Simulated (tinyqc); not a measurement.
# Trap density from two Hall measurements

Problem. p-type body, charge-sheet picture, full ionisation (an idealisation for deep acceptors), Boltzmann statistics for free electrons. e = Ec - EF at the surface. psi = Eg - Vt ln(Nv/Na) - e; N_dep = sqrt(2 eps0 eps_r Na (psi - Vt)/q); n_f = sqrt(N_dep^2 + 2 eps0 eps_r Vt Nc exp(-e/Vt)/q) - N_dep; Vg = Vfb + psi + q (N_dep + n_t + n_f)/Cox, Cox = eps0 eox/tox. Find e and n_t at both points and the mean trap density between them.

Inputs (values chosen for the exercise); band and dielectric values close to those of 4H silicon carbide:
```
symbol,value,unit,meaning
T,300,K,temperature
Eg,3.26,eV,band gap
eps_r,9.62,,relative permittivity
Nc,1.72e19,cm^-3,conduction-band density of states at T
Nv,2.52e19,cm^-3,valence-band density of states at T
eox,3.9,,relative permittivity of the insulator
tox,63,nm,insulator thickness
Na,3.6e16,cm^-3,acceptor density
Vfb,-2.41,V,flat-band voltage without trapped charge
```

Constants: q = 1.602176634e-19 C, kB = 1.380649e-23 J/K, Vt = kB T/q, eps0 = 8.8541878128e-14 F/cm where lengths are in cm. Results are converted to the units shown.

Vg (V): 4.2478912  6.2542617
free sheet density from the Hall effect (cm^-2): 1.6901503e10  2.3635902e11

Answer. Each n_f fixes e; what the gate voltage holds beyond psi, N_dep and n_f is trapped; the difference quotient is the density, smeared over a few Vt.

e (eV): 0.1260  0.05500
n_t (cm^-2): 1.860e11  6.159e11
mean trap density = 6.055e12 cm^-2 eV^-1

Program tinyqc, `OMP_NUM_THREADS=1 python tinyqc.py 2222001 2222002 out.jsonl`; Intel Xeon 2.30GHz, shared host, one thread, about 0.02 s.
